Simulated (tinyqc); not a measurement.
# From corrosion potential E_corr back to limiting current density i_L

Model: potential-pH (Pourbaix) lines of a metal, its cation, its oxide and an oxyanion, with a complexing ligand. Computed by tinyqc, a small Python program. Command: `OMP_NUM_THREADS=1 python tinyqc.py 3016564 3016565 out.jsonl pourb inv`. One thread of a shared host (Intel(R) Xeon(R) Processor @ 2.30GHz), about 0.02 s of CPU time with the checks.

Potentials are against the standard hydrogen electrode; solids and water have unit activity; dG_f of M, H+ and the electron is zero; F = e N_A and s = R T ln(10)/F. The cation carries z = 3.

Inputs (values chosen for the exercise, modelled on aluminium):

| quantity | value | unit |
|---|---|---|
| dG_f of the cation | -494 | kJ/mol |
| dG_f of the oxide | -1578.4 | kJ/mol |
| dG_f of the oxyanion | -830.7 | kJ/mol |
| dG_f of water | -237.14 | kJ/mol |
| temperature T | 298.15 | K |
| log10 of the dissolved activity a | -6 | - |
| pH | 12 | - |
| potential E | -0.017 | V |
| log10 of the stability constant beta of ML | 9.5 | - |
| pKa of HL | 8.9 | - |
| total ligand c_L | 0.22 | mol/L |
| molar volume V_m | 10 | cm^3/mol |

Species: M, M3+, M2O3, MO2(-).

exchange current densities, metal and cathodic (A/cm^2): 9.3e-06  4.8e-11

Tafel slopes, anodic and cathodic (mV/decade): 65  155

Constants: R = 8.314462618 J/(mol K); e = 1.602176634e-19 C; N_A = 6.02214076e+23 1/mol.

Method:
- M3+ + 3e = M; (1/2) M2O3 + 3H+ + 3e = M + (3/2) H2O; MO2(-) + 4H+ + 3e = M + 2H2O. For each, E0 = -dG/(z F), and E = E0 + (s/z) log10 a - (s n_H/z) pH, with no activity term for the oxide.
- The metal is stable below the lowest of the three lines; above it, the species of the lowest line is stable. Water lines at 1 bar: hydrogen E = -s pH, oxygen E = -dG_f(water)/(2F) - s pH.
- The free ligand is c_L/(1 + 10^(pKa - pH)) (ligand in excess); dissolved metal is a in all, so the free cation is a/alpha, alpha = 1 + beta [L]; the cation line drops by (s/z) log10 alpha.
- Anodic i = i0a 10^((E - E_a)/b_a) with E_a the cation line with ligand; cathodic i = i0c 10^((E_c - E)/b_c) with E_c the oxygen line; supply caps the cathodic current, 1/i_c = 1/i(Tafel) + 1/i_L. E_corr makes the two currents equal. Without the cap it would be [b_c E_a + b_a E_c + b_a b_c log10(i0c/i0a)]/(b_a + b_c). Rate = i V_m/(z F). Films are left out.

Task: A run gave the result below. Find the limiting current density i_L, known to lie between 7e-05 and 0.00012 A/cm^2.

corrosion potential E_corr = -1.935787 V

Result:

Each step takes the trial c = (a f_b - b f_a)/(f_b - f_a), f being the result less the target and a, b, c the logarithms of the listed values; c replaces end b, the old b replaces a if the sign of f changed, and otherwise f_a is halved.

Scan of the range:

| limiting current density i_L (A/cm^2) | corrosion potential E_corr (V) |
|---|---|
| 7.00e-05 | -1.94235 |
| 7.66e-05 | -1.93981 |
| 8.38e-05 | -1.93727 |
| 9.17e-05 | -1.93473 |
| 1.00e-04 | -1.93228 |
| 1.10e-04 | -1.92959 |
| 1.20e-04 | -1.92714 |

False position (Illinois rule, in the logarithm of the input) inside the bracket:

| step | end a | end b | trial | corrosion potential E_corr (V) |
|---|---|---|---|---|
| 1 | 8.38e-05 | 9.17e-05 | 8.83289e-05 | -1.935787 |

Corrosion potential E_corr rises at every point of a 13-point scan of the range (every second point is shown), so one value fits; it is bracketed by 8.38e-5 and 9.17e-5. Answer: limiting current density i_L = 8.833e-5 A/cm^2.

Caution: other oxidation states, hydroxides and hydrides are left out, and the lines say nothing of rates. Caution: at this pH the oxyanion, not the cation, is the stable product, so this anodic line is not the one that acts. Caution: E_corr lies below the hydrogen line, so hydrogen evolution, left out here, adds cathodic current.
